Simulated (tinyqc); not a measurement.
Frequency dispersion of an accumulation capacitance by border traps, distributed model: two steps of the calculation.

Traps spread evenly through the insulator exchange electrons with the semiconductor by tunnelling, with tau(x) = t0 exp(2 ka x) at depth x from the interface. The admittance per area Y seen at depth x obeys dY/dx = -Y^2/(i w eps0 eox) + q Nb ln(1 + i w tau)/tau, with Y(0) = i w Cs and w = 2 pi f; the gate sees Y(tox) = G + i w C. Working variable y = Y/(i w), in uF/cm^2. Cox = eps0 eox/tox.

Inputs (values chosen for the exercise); permittivity close to that of aluminium oxide: relative permittivity of the insulator eox = 8.34; insulator thickness tox = 7.8 nm; semiconductor capacitance in accumulation Cs = 0.65 uF/cm^2; density of border traps Nb = 5.1e18 cm^-3 eV^-1; decay constant of the wave function in the insulator ka = 5.9 1/nm; time constant of a trap at the interface t0 = 4e-10 s; frequency f = 1e5 Hz; depth down to which the steps are taken xe = 1.1 nm.

Constants: q = 1.602176634e-19 C, eps0 = 8.8541878128e-14 F/cm where lengths are in cm. Results are converted to the units shown.

Task 1. Scales and lumped estimate. Cox; trap-free value 1/(1/Cox + 1/Cs); response depth d = ln(1/(w t0))/(2 ka), where w tau = 1; lumped estimate: all traps within d act as C_bt = q Nb d placed at d/2, so C = 1/{1/[1/(1/Cs + d/(2 eps0 eox)) + C_bt] + (tox - d/2)/(eps0 eox)}.

Find: Cox; trap-free C; d; C_bt; lumped C.

Result 1.

Cox = 0.94672 uF/cm^2
trap-free C = 0.38539 uF/cm^2
d = 0.70244 nm
C_bt = 0.057397 uF/cm^2
lumped C = 0.40611 uF/cm^2

The traps within reach amount to 0.0883 Cs and lie in the first 9.01 % of the insulator.

Task 2. Midpoint steps through the active depth. In terms of y: dy/dx = -y^2/(eps0 eox) + s(x), s = q Nb ln(1 + z)/z, z = i w tau. 11 midpoint steps of h = xe/11: y_half = y + (h/2) y'(x, y), y(new) = y + h y'(x + h/2, y_half).

Give: x; s; y.

Result 2.

```
point   x (nm)    s (uF/(cm^2 nm))       y (uF/cm^2)
0            0  0.081711-0.000010i  0.65000+0.00000i
1      0.10000  0.081711-0.000033i  0.65243+0.00000i
2      0.20000  0.081711-0.000109i  0.65481-0.00001i
3      0.30000  0.081709-0.000354i  0.65716-0.00003i
4      0.40000  0.081689-0.001151i  0.65946-0.00009i
5      0.50000  0.081483-0.003733i  0.66171-0.00030i
6      0.60000  0.079405-0.011685i  0.66386-0.00095i
7      0.70000  0.064839-0.027953i  0.66537-0.00286i
8      0.80000  0.032675-0.030980i  0.66428-0.00605i
9      0.90000  0.011703-0.018548i  0.66033-0.00844i
10      1.0000  0.003760-0.008568i  0.65513-0.00956i
11      1.1000  0.001171-0.003517i  0.64958-0.00994i
```

Program tinyqc, `OMP_NUM_THREADS=1 python tinyqc.py 2202129 2202130 out.jsonl`; Intel Xeon 2.30GHz, shared host, one thread, about 0.5 s.
